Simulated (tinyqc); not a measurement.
Raising U: Hubbard chain of 6 sites, mean field against exact. Computed by the program tinyqc. Collinear unrestricted mean field (the lowest of 40 random starts) against exact diagonalisation.

one-body matrix (hopping and site energies) (eV):
```
         1        2        3        4        5        6
1   0.0000  -1.4800   0.0000   0.0000   0.0000   0.0000
2  -1.4800   0.0000  -1.4800   0.0000   0.0000   0.0000
3   0.0000  -1.4800   0.0000  -1.4800   0.0000   0.0000
4   0.0000   0.0000  -1.4800   0.0000  -1.4800   0.0000
5   0.0000   0.0000   0.0000  -1.4800   0.0000  -1.4800
6   0.0000   0.0000   0.0000   0.0000  -1.4800   0.0000
```

electrons, up and down: 3  3

Exact and mean-field results (eV):

| U | U/t | E exact | E mean field | mean \|n_up - n_down\| | double occupancy, exact | first gap in the sector |
|---|---|---|---|---|---|---|
| 0.740 | 0.500 | -9.28437 | -9.23212 | 0.000 | 0.226 | 1.172 |
| 1.480 | 1.000 | -8.33076 | -8.12212 | 0.000 | 0.203 | 1.051 |
| 2.960 | 2.000 | -6.72854 | -5.98960 | 0.404 | 0.158 | 0.856 |
| 4.440 | 3.000 | -5.49978 | -4.48607 | 0.673 | 0.120 | 0.708 |
| 5.920 | 4.000 | -4.57700 | -3.51122 | 0.803 | 0.090 | 0.594 |
| 8.880 | 6.000 | -3.35473 | -2.41120 | 0.909 | 0.052 | 0.438 |
| 11.840 | 8.000 | -2.61679 | -1.82671 | 0.948 | 0.033 | 0.343 |
| 17.760 | 12.000 | -1.79879 | -1.22646 | 0.977 | 0.016 | 0.236 |
| 29.600 | 20.000 | -1.09741 | -0.73852 | 0.992 | 0.006 | 0.144 |

What does the comparison show, and why?

In absolute terms mean field is worst at U/t = 4.0, 1.066 eV too high: at small U it is nearly exact, and at large U it misses only exchange-scale energies. Its local moments set in at U/t = 2.0 of those listed, a broken symmetry that the exact state of a finite cluster with equal spins does not have. Relative to the exact energy its error is 0.6 % at the smallest U, 33 % at most and 33 % at the largest. The double occupancy falls from 0.226 to 0.006; at the largest U the first gap is 0.49 times the exchange scale 4t^2/U.
